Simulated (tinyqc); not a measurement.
Worked calculation: empirical pseudopotential in a few plane waves. One step of it, computed by the program tinyqc.

Task: Levels at G. Diagonalise the Hermitian matrix.

H(k) at G (eV), lower triangle (Hermitian):
```
                     +0+0+0               -1-1-1               -1-1+1               -1+1-1
+0+0+0             0.000000
-1-1-1   2.241618-0.962068i            12.368870
-1-1+1  -2.241618-0.962068i   0.000000+0.707496i            12.368870
-1+1-1  -2.241618-0.962068i   0.000000+0.707496i             0.367354            12.368870
-1+1+1  -2.241618+0.962068i            -0.367354   0.000000+0.707496i   0.000000+0.707496i
+1-1-1  -2.241618-0.962068i   0.000000+0.707496i             0.367354             0.367354
+1-1+1  -2.241618+0.962068i            -0.367354   0.000000+0.707496i             0.000000
+1+1-1  -2.241618+0.962068i            -0.367354             0.000000   0.000000+0.707496i
+1+1+1   2.241618+0.962068i             0.000000            -0.367354            -0.367354
-2+0+0   0.000000-0.707496i  -2.241618+0.962068i  -2.241618-0.962068i  -2.241618-0.962068i
+0-2+0   0.000000-0.707496i  -2.241618+0.962068i  -2.241618-0.962068i   0.615723-0.182793i
+0+0-2   0.000000-0.707496i  -2.241618+0.962068i   0.615723-0.182793i  -2.241618-0.962068i
+0+0+2   0.000000+0.707496i  -0.615723-0.182793i   2.241618+0.962068i  -0.615723+0.182793i
+0+2+0   0.000000+0.707496i  -0.615723-0.182793i  -0.615723+0.182793i   2.241618+0.962068i
+2+0+0   0.000000+0.707496i  -0.615723-0.182793i  -0.615723+0.182793i  -0.615723+0.182793i

                     -1+1+1               +1-1-1               +1-1+1               +1+1-1
-1+1+1            12.368870
+1-1-1             0.000000            12.368870
+1-1+1             0.367354   0.000000+0.707496i            12.368870
+1+1-1             0.367354   0.000000+0.707496i             0.367354            12.368870
+1+1+1   0.000000+0.707496i            -0.367354   0.000000+0.707496i   0.000000+0.707496i
-2+0+0   2.241618-0.962068i   0.615723-0.182793i  -0.615723-0.182793i  -0.615723-0.182793i
+0-2+0  -0.615723-0.182793i  -2.241618-0.962068i   2.241618-0.962068i  -0.615723-0.182793i
+0+0-2  -0.615723-0.182793i  -2.241618-0.962068i  -0.615723-0.182793i   2.241618-0.962068i
+0+0+2  -2.241618+0.962068i  -0.615723+0.182793i  -2.241618+0.962068i   0.615723+0.182793i
+0+2+0  -2.241618+0.962068i  -0.615723+0.182793i   0.615723+0.182793i  -2.241618+0.962068i
+2+0+0   0.615723+0.182793i   2.241618+0.962068i  -2.241618+0.962068i  -2.241618+0.962068i

                     +1+1+1     -2+0+0     +0-2+0     +0+0-2
+1+1+1            12.368870
-2+0+0  -0.615723+0.182793i  16.491827
+0-2+0  -0.615723+0.182793i   0.367354  16.491827
+0+0-2  -0.615723+0.182793i   0.367354   0.367354  16.491827
+0+0+2  -2.241618-0.962068i  -0.367354  -0.367354   0.000000
+0+2+0  -2.241618-0.962068i  -0.367354   0.000000  -0.367354
+2+0+0  -2.241618-0.962068i   0.000000  -0.367354  -0.367354

           +0+0+2     +0+2+0     +2+0+0
+0+0+2  16.491827
+0+2+0   0.367354  16.491827
+2+0+0   0.367354   0.367354  16.491827
```

Give: eigenvalues.

Result:

eigenvalues (eV): -4.0297  7.6126  7.6126  7.6126  10.1212  12.4005  12.4005  12.4005  15.7571  15.7571  16.3386  20.4818  20.4818  20.4818  22.4730
